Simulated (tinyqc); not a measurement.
What moves the results: density of states of one tight-binding band on the simple cubic lattice. A value that a table varies takes the place of the one given here.

E(k) = -2 t (c1 + c2 + c3) - 4 t2 (c1 c2 + c2 c3 + c3 c1) with ci = cos(2 pi ki); k in fractions of the reciprocal vectors, mesh k_i = j/N with j = 0 .. N-1. Densities are per cell and per spin, so the band holds one state.

Each cube of the mesh, corners numbered 0 to 7 as the binary number (i j l), is cut into six tetrahedra around the diagonal 0-7: 0137, 0157, 0237, 0267, 0457, 0467. For corner energies e1 <= e2 <= e3 <= e4 and eij = ei - ej, the share of the tetrahedron below E is n = (E - e1)^3/(e21 e31 e41) for e1 < E < e2; n = [e21^2 + 3 e21 x + 3 x^2 - (e31 + e42) x^3/(e32 e42)]/(e31 e41) with x = E - e2 for e2 < E < e3; n = 1 - (e4 - E)^3/(e41 e42 e43) for e3 < E < e4; its density of states is g = dn/dE.

Gaussian broadening: g(E) = mean over the mesh of exp(-(E - E_k)^2/(2 sigma^2))/(sigma sqrt(2 pi)), n(E) = mean of erfc((E_k - E)/(sigma sqrt 2))/2.

Inputs chosen for the exercise: t = 1.66 eV (nearest hopping); t2 = -0.13 eV (second hopping); N2 = 8 (mesh points along each axis in this comparison); sigma = 0.332 eV (Gaussian width); E = 4.66 eV (energy at which the density is wanted).

## Three ways to the same curve

N = N2 here; the reference is the linear method with N = 36.

g(E) (1/eV):
```
E (eV)  reference  linear tetrahedra  Gaussian, sigma  Gaussian, sigma/4  reference n(E)
-6.588      0.032              0.029            0.029              0.000           0.036
-4.777      0.058              0.056            0.060              0.000           0.115
-2.967      0.093              0.102            0.095              0.055           0.263
-1.156      0.088              0.093            0.059              0.019           0.427
0.655       0.085              0.088            0.082              0.189           0.583
2.466       0.082              0.085            0.103              0.081           0.734
4.277       0.045              0.045            0.019              0.003           0.846
6.088       0.030              0.030            0.056              0.184           0.912
7.899       0.020              0.019            0.020              0.049           0.957
9.710       0.012              0.011            0.007              0.000           0.986
```

Root-mean-square errors against the reference: 0.0037 for linear tetrahedra, 0.0164 for sigma and 0.0692 for sigma/4. The narrow Gaussian is worse than the wide one, because it resolves the separate mesh levels. The reference is highest at -2.967 eV of the energies listed, and half filling lies between -1.156 and 0.655 eV.

## Convergence with the mesh

At the energy E; the plain count is the share of mesh points below E; the reference is the linear method with N = 36.

Results:
```
N   points  g linear  n linear  g Gaussian  n Gaussian  n plain count
4       64    0.0441    0.9050      0.0001      0.8906         0.8906
6      216    0.0399    0.8803      0.0255      0.8525         0.8472
8      512    0.0415    0.8714      0.0410      0.8501         0.8418
12    1728    0.0409    0.8663      0.0564      0.8583         0.8513
16    4096    0.0413    0.8642      0.0439      0.8610         0.8625
20    8000    0.0410    0.8633      0.0390      0.8616         0.8634
```

reference n and g: 0.8622  0.0412

The linear n(E) stays within 0.002 of the reference from N = 20 on. The Gaussian g still moves by more than 1 % between the last two meshes. At the last mesh it lies -0.002 1/eV from the reference g and the linear g 0.000. The plain count errs by +0.0012 at the last mesh.

## Critical points

The gradient vanishes at these points by symmetry; the signs of the eigenvalues of the second-derivative matrix give the type.

Critical points:
```
point                k   E (eV)  positive  negative     type
Gamma        (0, 0, 0)  -8.4000         3         0  minimum
X          (0.5, 0, 0)  -3.8400         2         1   saddle
M        (0.5, 0.5, 0)   2.8000         1         2   saddle
R      (0.5, 0.5, 0.5)  11.5200         0         3  maximum
```

Gamma is a minimum at -8.400 eV: its contribution to g starts as a square root. X is a saddle at -3.840 eV: g has a square-root kink there. M is a saddle at 2.800 eV: g has a square-root kink there. R is a maximum at 11.520 eV: its contribution to g ends as a square root.

## What moves the count of states

Linear method and Gaussian sum with N = 14. Each row changes one parameter from the base and keeps the others.

Results:
```
case              n linear  g linear (1/eV)  n Gaussian  g Gaussian (1/eV)
base                0.8649           0.0411      0.8608             0.0477
t = 1.826 eV        0.8470           0.0418      0.8408             0.0405
E = 4.826 eV        0.8716           0.0396      0.8685             0.0443
sigma = 0.664 eV    0.8649           0.0411      0.8593             0.0425
t2 = -0.047 eV      0.8691           0.0452      0.8655             0.0533
```

The largest shifts from the base row, up to three for each result and ties (the steps differ in size, so this ranks the rows, not the parameters). n linear: t -0.0179, E +0.0067, t2 +0.0042; unchanged at the printed digits by sigma. g linear (1/eV): t2 +0.0041, E -0.0015, t +0.0007; unchanged at the printed digits by sigma. n Gaussian: t -0.0200, E +0.0077, t2 +0.0047. g Gaussian (1/eV): t -0.0072, t2 +0.0056, sigma -0.0052.

tinyqc: `OMP_NUM_THREADS=1 python tinyqc.py 1652670 1652671 out.jsonl`; about 0.2 s, one thread, shared Intel(R) Xeon(R) Processor @ 2.30GHz.
